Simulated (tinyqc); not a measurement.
Mobility and doping from two currents.

Question. A trap-free film with injecting contacts is fitted, with diffusion neglected, by J = q mu N V/Lf + (9/8) eps0 eps_r mu V^2/Lf^3. Find mu, N and the voltage at which both terms are equal.

Values chosen for this exercise:
- eps_r = 10.4 (relative permittivity)
- Lf = 880 nm (film thickness)

Constants: q = 1.602176634e-19 C, eps0 = 8.8541878128e-14 F/cm where lengths are in cm. Results are converted to the units shown.

J at 2.4 and 12 V (A/cm^2): [1.3288916, 12.248340]

Answer. J/V is a straight line in V: the slope gives mu and the intercept mu N.

mu = 0.0320 cm^2/(V s)
N = 7.50e15 cm^-3
crossover voltage = 8.98 V

Numbers from tinyqc (`OMP_NUM_THREADS=1 python tinyqc.py 2730017 2730018 out.jsonl`; about 2 s on one thread of a shared Intel Xeon 2.30GHz).
